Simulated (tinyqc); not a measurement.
Composition and strain of an epitaxial Si(1-x)Ge(x) layer from Raman and X-ray peaks: one step, computed by the program tinyqc. Command: `OMP_NUM_THREADS=1 python tinyqc.py 3001059 3001060 out.jsonl epiraman walk`. One thread of a shared host (Intel(R) Xeon(R) Processor @ 2.30GHz), about 0.01 s of CPU time with the checks.

A (001) layer, biaxially strained in the plane. The Raman peaks follow empirical lines omega = w0 + c1 x + c3 x^3 + b eps (c3 for Si-Ge alone), with eps the in-plane strain.

Problem. Lattice constants and strain. Relaxed lattice constant a(x) = a_Si + (a_Ge - a_Si) x - B x (1 - x). In-plane constant a_par = a_sub + R (a(x) - a_sub); eps = a_par/a(x) - 1; eps_perp = -(2 C12/C11) eps with 2 C12/C11 linear in x; a_perp = a(x) (1 + eps_perp).

Inputs (values chosen for the exercise, modelled on silicon-germanium):
```
quantity,value,unit
Ge fraction x,0.43,-
degree of relaxation R,0.83,-
lattice constant of Si,5.431,angstrom
lattice constant of Ge,5.658,angstrom
bowing B,0.028,angstrom
2 C12/C11 of Si,0.764,-
2 C12/C11 of Ge,0.757,-
```

Substrate: silicon.

Give: relaxed constant a(x); substrate constant a_sub; a_par; in-plane strain eps; strain along the normal; a_perp.

Solution.

relaxed constant a(x) = 5.522 angstrom

substrate constant a_sub = 5.431 angstrom

a_par = 5.506 angstrom

in-plane strain eps = -2.794 per mille

strain along the normal = 2.126 per mille

a_perp = 5.533 angstrom

The layer is under compression in the plane and is stretched along the normal.
